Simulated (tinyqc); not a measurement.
Minority carriers and saturation current of a heavily doped emitter: effect of the doping.

n-type, parabolic bands, full ionisation. eta = (EF - Ec)/kB T solves N = Nc F12(eta), F12(x) = (2/sqrt(pi)) int_0^infinity sqrt(u)/(1 + exp(u - x)) du. The gap shrinks rigidly by dEg = a3 y^(1/3) + a4 y^(1/4) + a2 y^(1/2), y = N/1e18 cm^-3, an empirical law that is here taken as the true narrowing.

ni = sqrt(Nc Nv) exp(-Eg/(2 Vt)), Eg in volts; degeneracy factor g = F12(eta) exp(-eta); nie^2 = ni^2 exp(dEg/kB T) g, p0 = nie^2/N; apparent narrowing dEg + kB T ln g. 1/tau = Cn N^2 + 1/ts, D = mup Vt, L = sqrt(D tau); J0 = (q p0 D/L)(s + tanh(W/L))/(1 + s tanh(W/L)), s = S L/D; the share recombining inside is 1 - 1/[cosh(W/L)(1 + tanh(W/L)/s)]. The mobility is held fixed.

Values chosen for this exercise; band and dielectric values close to those of silicon:
```
symbol    value        unit                                     meaning
T           300           K                                 temperature
Eg         1.13          eV                                    band gap
Nc      2.77e19       cm^-3  conduction-band density of states at 300 K
Nv      2.66e19       cm^-3     valence-band density of states at 300 K
a3           17         meV               coefficient of (N/1e18)^(1/3)
a4          2.2         meV               coefficient of (N/1e18)^(1/4)
a2          3.4         meV               coefficient of (N/1e18)^(1/2)
mup         150  cm^2/(V s)                      minority-hole mobility
Cn      2.5e-31      cm^6/s                           Auger coefficient
ts         0.11          us                             defect lifetime
W           210          nm                               emitter width
S         36000        cm/s       recombination velocity at the contact
```

Constants: q = 1.602176634e-19 C, kB = 1.380649e-23 J/K, Vt = kB T/q. Results are converted to the units shown.

Effect of the doping:

| N (cm^-3) | apparent narrowing (meV) | p0 (cm^-3) | L (nm) | J0 (fA/cm^2) | share inside (%) |
|---|---|---|---|---|---|
| 4.4e17 | 16.832 | 333.82 | 6513.8 | 1620.0 | 0.58179 |
| 1.1e18 | 23.005 | 169.54 | 6425.1 | 822.87 | 0.59787 |
| 2.7e18 | 31.189 | 94.796 | 5960.9 | 460.51 | 0.69396 |
| 6.6e18 | 41.979 | 58.866 | 4405.4 | 287.48 | 1.2635 |
| 1.6e19 | 55.600 | 41.126 | 2303.4 | 207.04 | 4.4757 |
| 4.1e19 | 72.697 | 31.094 | 950.37 | 187.56 | 21.692 |
| 1e20 | 88.373 | 23.377 | 393.13 | 267.62 | 62.691 |
| 2.5e20 | 95.330 | 12.238 | 157.49 | 435.29 | 92.909 |

The apparent narrowing rises from 16.8 to 95.3 meV. p0 goes as N^(-0.74) between the first two rows and N^(-0.71) between the last two (-1 without narrowing or degeneracy), and J0 goes from 1620 through a minimum of 188 (at N = 4.1e19 cm^-3 among the rows listed) to 435 fA/cm^2. Past the minimum Auger recombination shortens L faster than p0 falls.

Range of the model: Band tails, non-parabolic bands and incomplete ionisation are left out.

Numbers from tinyqc (`OMP_NUM_THREADS=1 python tinyqc.py 2330137 2330138 out.jsonl`; about 0.01 s on one thread of a shared Intel Xeon 2.30GHz).
